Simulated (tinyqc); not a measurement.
## Gap and voltage scale from two read currents

Inverse problem. I = I0 exp(-g/g0) sinh(Vd/V0) at a fixed gap. Find V0 and g.

Parameters, values chosen for the exercise:

| symbol | value | unit | meaning |
|---|---|---|---|
| I0 | 0.76 | mA | current scale |
| g0 | 0.27 | nm | tunnelling length |

I at Vd = 0.1 and 0.5 V (uA): [0.93233888, 5.5912732]

Answer. The ratio of the currents depends on V0 alone and falls steadily as V0 grows; either current then gives g.

V0 = 0.4600 V
g = 1.400 nm

Numbers from tinyqc (`OMP_NUM_THREADS=1 python tinyqc.py 2880045 2880046 out.jsonl`; about 0.05 s on one thread of a shared Intel Xeon 2.30GHz).
